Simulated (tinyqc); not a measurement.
Worked calculation: geometry optimisation on the UHF/sto-6g surface (energies and gradients from PySCF), for H4, spin multiplicity 3. Computed by tinyqc, a small Python program that keeps every step (integrals from PySCF). Settings: charge = 0, multiplicity = 3, basis = sto-6g, optimiser = bfgs, first Hessian = 1.0, largest step = 0.3, iteration cap = 30. Command: `OMP_NUM_THREADS=1 python tinyqc.py 29777 29778 out.jsonl` (the two numbers bound the seeds that draw the settings). One thread of a shared host (Intel(R) Xeon(R) Processor @ 2.60GHz), about 2 s of CPU time with the checks.

## Step 1: energy and gradient

positions at the start (bohr):
```
           x         y         z
1H  -0.05102  -0.03779  -0.04913
2H  -0.08504   0.00756   1.49855
3H  -0.08126   1.71965  -0.02268
4H  -0.06992   1.79713   1.52879
```

Self-consistent energy and analytic gradient at these positions.

energy = -1.7972771 hartree

gradient (hartree/bohr):
```
             x           y           z
1H  -0.0012630   0.0570492   0.1584170
2H   0.0009227   0.0744413  -0.1797406
3H  -0.0010990  -0.0704495   0.1799898
4H   0.0014393  -0.0610410  -0.1586662
```

## Step 1: move

Quasi-Newton step p = -H^(-1) g (first H = 1 times the unit matrix); steps longer than 0.3 bohr are cut back (factor 0.824 here).

positions after step 1 (bohr):
```
           x         y         z
1H  -0.04998  -0.08482  -0.17971
2H  -0.08580  -0.05380   1.64671
3H  -0.08035   1.77772  -0.17104
4H  -0.07111   1.84744   1.65957
```

## Step 2: energy and gradient

As before.

energy = -1.8707304 hartree

gradient (hartree/bohr):
```
             x           y           z
1H   0.0003115   0.0370992   0.0558153
2H  -0.0005013   0.0523559  -0.0663292
3H  -0.0011468  -0.0450599   0.0671323
4H   0.0013366  -0.0443952  -0.0566184
```

## Step 2: move

inverse Hessian in use (bohr^2/hartree), lower triangle:
```
           1         2         3         4         5         6         7         8
1    0.99998
2    0.00014   1.03055
3    0.00116   0.05062   1.04560
4    0.00002  -0.00030  -0.00140   0.99998
5    0.00013   0.04272   0.07400  -0.00035   1.05948
6   -0.00127  -0.05961  -0.05777   0.00155  -0.08680   1.07240
7    0.00000  -0.00090  -0.00184   0.00000  -0.00123   0.00213   1.00002
8   -0.00019  -0.03718  -0.06100   0.00038  -0.05204   0.07189   0.00110   1.04524
9    0.00126   0.06021   0.05928  -0.00154   0.08759  -0.07413  -0.00215  -0.07263
10   0.00000   0.00106   0.00208   0.00000   0.00146  -0.00242  -0.00003  -0.00130
11  -0.00008  -0.03609  -0.06362   0.00027  -0.05015   0.07451   0.00103   0.04398
12  -0.00115  -0.05122  -0.04711   0.00139  -0.07479   0.05950   0.00186   0.06173

           9        10       11       12
9    1.07585
10   0.00243   1.00003
11  -0.07517  -0.00122  1.04226
12  -0.06101  -0.00210  0.06428  1.04862
```

Quasi-Newton step p = -H^(-1) g (the inverse Hessian comes from BFGS updates; coordinates in the order x, y, z of each atom); steps longer than 0.3 bohr are cut back.

positions after step 2 (bohr):
```
           x         y         z
1H  -0.05062  -0.14229  -0.25988
2H  -0.08487  -0.13543   1.74272
3H  -0.07852   1.84742  -0.26838
4H  -0.07323   1.91684   1.74107
```

## Convergence

Stop when the largest gradient component is below 3e-5 hartree/bohr. The inverse Hessian follows the BFGS update with s = step, y = change of gradient.

Course of the optimisation:
```
step  E (hartree)  largest gradient (hartree/bohr)
1      -1.7972771                         1.80e-01
2      -1.8707304                         6.71e-02
3      -1.8944008                         2.94e-02
4      -1.9011800                         2.46e-02
5      -1.9067869                         5.16e-02
6      -1.9198128                         8.65e-02
7      -1.9460947                         1.11e-01
8      -1.9802494                         1.13e-01
9      -2.0158583                         8.12e-02
10     -2.0380603                         2.41e-02
11     -2.0483570                         1.85e-02
12     -2.0552515                         1.99e-02
13     -2.0600589                         1.13e-02
14     -2.0631373                         5.22e-03
15     -2.0650842                         2.71e-03
16     -2.0663099                         1.69e-03
17     -2.0670770                         1.04e-03
18     -2.0675534                         6.35e-04
19     -2.0678466                         5.19e-04
20     -2.0680256                         4.24e-04
21     -2.0681341                         3.59e-04
22     -2.0681993                         3.21e-04
23     -2.0682384                         2.98e-04
24     -2.0682616                         2.83e-04
25     -2.0682753                         2.71e-04
26     -2.0682833                         2.59e-04
27     -2.0682880                         2.48e-04
28     -2.0682908                         2.35e-04
29     -2.0682923                         2.19e-04
30     -2.0682933                         2.00e-04
```

Distances after the last move, whose energy is not in the table (angstrom):
```
pair   distance
2H-1H   4.54720
3H-1H   0.71069
3H-2H   5.12472
4H-1H   4.68767
4H-2H   5.17508
4H-3H   4.54838
```

Not converged within 30 steps: the energy falls at every step, but slowly. Reruns: method bfgs, first Hessian 0.6, largest step 0.3: not converged.
